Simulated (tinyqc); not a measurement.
What moves the results: quaternary alloy A(x)B(1-x)C(y)D(1-y) matched to a substrate. A value that a table varies takes the place of the one given here.

Q(x,y) = x y Q_AC + x (1 - y) Q_AD + (1 - x) y Q_BC + (1 - x)(1 - y) Q_BD for the lattice constant. Gap, rule 1: Q(x,y) - x (1 - x)[y C_ABC + (1 - y) C_ABD] - y (1 - y)[x C_ACD + (1 - x) C_BCD]. Rule 2 (mean of ternaries): {x (1 - x)[y T_ABC(x) + (1 - y) T_ABD(x)] + y (1 - y)[x T_ACD(y) + (1 - x) T_BCD(y)]}/{x (1 - x) + y (1 - y)}, T_ABC(x) = x E_AC + (1 - x) E_BC - C_ABC x (1 - x), T_ACD(y) = y E_AC + (1 - y) E_AD - C_ACD y (1 - y), and alike. Only the Gamma valley is followed.

Matching a(x,y) = a_s gives x = (a_s - y a_BC - (1 - y) a_BD)/(y (a_AC - a_BC) + (1 - y)(a_AD - a_BD)).
Constants: hc = 1239.841984 eV nm.

Values chosen for the exercise (AC, AD, BC, BD near GaAs, GaSb, InAs and InSb; substrate near InAs; shifted at random, so the results belong to these values and not to a real crystal): a = (5.656, 6.101, 6.063, 6.488) angstrom (lattice constants of AC, AD, BC, BD); Eg = (1.5, 0.805, 0.42, 0.235) eV (gaps at Gamma of AC, AD, BC, BD); Cb = (0.503, 0.41, 1.546, 0.709) eV (bowing of ABC, ABD, ACD, BCD); a_s = 6.063 angstrom (substrate); y = 0.99 (fraction of C).

## Along the matched line

x follows from y.

Results:

| y | x | bilinear (eV) | rule 1 (eV) | rule 2 (eV) | wavelength 1 (nm) | wavelength 2 (nm) |
|---|---|---|---|---|---|---|
| 0.10 | 0.9833 | 0.8641 | 0.7194 | 0.7465 | 1724 | 1661 |
| 0.21 | 0.8583 | 0.8550 | 0.5659 | 0.6963 | 2191 | 1781 |
| 0.32 | 0.7346 | 0.8328 | 0.4590 | 0.6404 | 2701 | 1936 |
| 0.43 | 0.6124 | 0.7979 | 0.3917 | 0.5932 | 3166 | 2090 |
| 0.55 | 0.4805 | 0.7454 | 0.3553 | 0.5507 | 3490 | 2251 |
| 0.66 | 0.3611 | 0.6844 | 0.3488 | 0.5174 | 3555 | 2396 |
| 0.77 | 0.2429 | 0.6113 | 0.3612 | 0.4869 | 3433 | 2546 |
| 0.88 | 0.1261 | 0.5262 | 0.3860 | 0.4565 | 3212 | 2716 |
| 0.99 | 0.0104 | 0.4294 | 0.4171 | 0.4233 | 2973 | 2929 |

The matched alloys span 0.349 to 0.719 eV by rule 1, with the lowest value inside the range, at y = 0.66. Along the line dx/dy is -1.137 between the first two rows and -1.051 between the last two. In energy the two rules differ most at y = 0.43, by 202 meV (1076 nm there), which measures how far the ternary data leave the interior open. Miscibility gaps are not considered.

## What each parameter does

x is matched anew each time. Each row changes one parameter from the base and keeps the others.

Results:

| case | x | rule 1 (eV) | rule 2 (eV) |
|---|---|---|---|
| base | 0.0104 | 0.4171 | 0.4233 |
| y = 0.98 | 0.0209 | 0.4142 | 0.4265 |
| a_s = 6.059 angstrom | 0.0203 | 0.4228 | 0.4309 |
| Cb = (0.604, 0.492, 1.855, 0.851) eV | 0.0104 | 0.4146 | 0.4220 |
| Eg = (1.55, 0.805, 0.42, 0.235) eV | 0.0104 | 0.4176 | 0.4238 |
| a = (5.666, 6.101, 6.063, 6.488) angstrom | 0.0107 | 0.4172 | 0.4235 |

The largest shifts from the base row, up to three for each result and ties (the steps differ in size, so this ranks the rows, not the parameters). x: y +0.0105, a_s +0.0098, a +0.0003; unchanged at the printed digits by Cb and Eg. rule 1 (eV): a_s +0.0057, y -0.0029, Cb -0.0025. rule 2 (eV): a_s +0.0076, y +0.0032, Cb -0.0012.

tinyqc: `OMP_NUM_THREADS=1 python tinyqc.py 1050482 1050483 out.jsonl`; about 0.01 s, one thread, shared Intel(R) Xeon(R) Processor @ 2.30GHz.
